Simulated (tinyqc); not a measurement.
Changing the mean current density: electroplating on a thin resistive seed layer: kinetics, Wagner number and the terminal effect across a wafer. Computed by tinyqc, a small Python program. Command: `OMP_NUM_THREADS=1 python tinyqc.py 3120104 3120105 out.jsonl terminal sweep`. One thread of a shared host (Intel(R) Xeon(R) Processor @ 2.30GHz), about 0.04 s of CPU time with the checks.

Current enters the seed at the rim. The bath is treated as a local resistance per area (no lateral flow in the liquid), two electrons per ion, molar volume 7.11 cm^3/mol, Faraday constant F = e N_A, kinematic viscosity 0.01 cm^2/s, omega = 2 pi x rpm/60; k_B T/e is in volts.

Inputs (values chosen for the exercise, of the order of those for copper plating from an acid sulfate bath): wafer radius R = 10 cm; seed thickness t = 45 nm; seed resistivity = 14 microohm cm; bath conductivity kappa = 0.034 S/cm; gap to the anode h = 11 cm; extra resistance of a porous plate = 0 ohm cm^2; exchange current density i_0 = 0.023 mA/cm^2; cathodic transfer coefficient alpha = 0.82; diffusivity of the metal ion = 6.9e-06 cm^2/s; metal ion concentration = 0.4 mol/L; rotation rate = 30 rpm; temperature T = 298 K.

Constants: e = 1.602176634e-19 C; N_A = 6.02214076e+23 1/mol; k_B = 8.617333262e-05 eV/K.

Method:
- Growth rate = i V_m/(2 F). Levich limit i_L = 0.62 x 2 F D^(2/3) omega^(1/2) nu^(-1/6) c. Tafel overpotential eta = (k_B T/(alpha e)) ln(i/i_0); kinetic resistance k_B T/(alpha e i); bath resistance h/kappa + plate; R_s = resistivity/t; Wagner number = kinetic resistance x kappa/R.
- Linearised: with R_t = kinetic + bath resistance the current density obeys (1/r)(r i')' = i R_s/R_t, so i = A I_0(r/l), l = sqrt(R_t/R_s); with x = R/l, edge/centre = I_0(x) and edge/mean = x I_0(x)/(2 I_1(x)).
- Voltage drop in the seed for a uniform current: i R_s R^2/4.
- Full model: seed potential phi(r) with (1/r)(r phi')' = R_s i, where i solves phi = R_b i + (k_B T/(alpha e)) ln(i/i_0) (phi being the driving voltage left at r); phi'(0) = 0 and phi'(R) = R_s i_mean R/2. Solved by collocation to a tolerance of 1e-7.

One run for each value; columns: (1) mean current density (mA/cm^2); (2) edge over centre, full model; (3) kinetic resistance (ohm cm^2); (4) growth rate (nm/min); (5) drop for uniform current (mV):
```
(1)       (2)     (3)     (4)     (5)
0.50   1.2117  62.633    11.1    38.9
0.99   1.2312  31.633    21.9    77.0
2.00   1.2427  15.658    44.2   155.6
3.90   1.2487   8.030    86.2   303.3
7.70   1.2519   4.067   170.2   598.9
15.00  1.2535   2.088   331.6  1166.7
30.00  1.2544   1.044   663.2  2333.3
60.00  1.2548   0.522  1326.4  4666.7
```

Describe the trends.

Over the rows, edge over centre, full model rises from 1.21 to 1.25 (exponent d ln y / d ln x 0.023 between the first rows and 5.0e-4 between the last); kinetic resistance (ohm cm^2) falls from 62.6 to 0.522 (exponent d ln y / d ln x about -1.0 throughout); growth rate (nm/min) rises from 11.1 to 1330 (exponent d ln y / d ln x about 1.0 throughout).

Caution (rows 30.0, 60.0): the mean current exceeds 0.3 i_L, so depletion of metal ions, left out of the distribution, matters. Caution (rows 30.0, 60.0): at the rim the current nears the limiting value, which would flatten the real profile.
